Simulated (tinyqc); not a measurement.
Fermi level and growth conditions: formation energy of a charged point defect from supercell energies. Computed by tinyqc, a small Python program. Command: `OMP_NUM_THREADS=1 python tinyqc.py 3013488 3013489 out.jsonl formation walk`. One thread of a shared host (Intel(R) Xeon(R) Processor @ 2.30GHz), about 0.01 s of CPU time with the checks.

The host is a compound AB. Making the defect adds n_A = 1, n_B = 0 atoms to the cell. All total energies are inputs. E_F is counted from the valence-band maximum (VBM); x = 0 is A-rich and x = 1 B-rich growth.

Inputs (values chosen for the exercise, for a model compound AB):

| quantity | value | unit |
|---|---|---|
| gap E_g | 2.48 | eV |
| E_VBM of the host cell | 3.597 | eV |
| potential alignment dV | 0.033 | eV |
| dielectric constant eps | 7.44 | - |
| cell length L | 9.4 | angstrom |
| mu_A of the pure element | -3.023 | eV |
| formation enthalpy dH of AB | -1.51 | eV |
| growth condition x | 0.38 | - |

Defect: A interstitial. Supercell lattice: bcc.

charge states q: 0  -1  -2

E(defect, q) - E(host), in the order of q (eV): 0.136  5.542  8.677

Constants: e^2/(4 pi eps_0) = 14.39964548 eV angstrom.

Method:
- dmu_A = x dH and dmu_B = (1 - x) dH, so that dmu_A + dmu_B = dH; mu = mu(element) + dmu.
- The reservoir term is sum n_i mu_i.
- Image-charge correction of a point charge in a neutralising background: E_corr = q^2 alpha e^2/(4 pi eps_0) / (2 eps L), alpha = 2.888462 for a bcc array with L the cube root of the volume.
- E_f(q, E_F) = [E(defect, q) - E(host)] - sum n_i mu_i + q (E_VBM + dV + E_F) + E_corr(q).
- Each entry is the lowest E_f over q.

E_f(q, 0) (eV): (q=0) 3.73280, (q=-1) 5.80616, (q=-2) 6.20325

sum n_i mu_i = -3.5968 eV

Lowest formation energy (eV):

| E_F (eV) | stable q | A-rich, x = 0 | x = 0.5 | B-rich, x = 1 |
|---|---|---|---|---|
| 0.00 | 0 | 3.1590 | 3.9140 | 4.6690 |
| 0.31 | 0 | 3.1590 | 3.9140 | 4.6690 |
| 0.62 | 0 | 3.1590 | 3.9140 | 4.6690 |
| 0.93 | 0 | 3.1590 | 3.9140 | 4.6690 |
| 1.24 | -2 | 3.1495 | 3.9045 | 4.6595 |
| 1.55 | -2 | 2.5295 | 3.2845 | 4.0395 |
| 1.86 | -2 | 1.9095 | 2.6645 | 3.4195 |
| 2.17 | -2 | 1.2895 | 2.0445 | 2.7995 |
| 2.48 | -2 | 0.6695 | 1.4245 | 2.1795 |

What does the comparison show, and why?

Going from A-rich to B-rich growth shifts every line by +1.510 eV and moves no transition level. The slope of the envelope is the stable charge, so E_f is highest in the rows from E_F = 0 to 0.930 eV, where the neutral state is stable: the defect forms most easily in n-type material. Caution: the largest image-charge correction in these energies, q^2 alpha e^2/(8 pi eps_0 eps L) with alpha = 2.888462, exceeds a quarter of the gap; the point-charge term alone is then a rough estimate, usually too large for a charge that is spread out.

Extremes, crossings and ranges named in words are read from the listed rows.
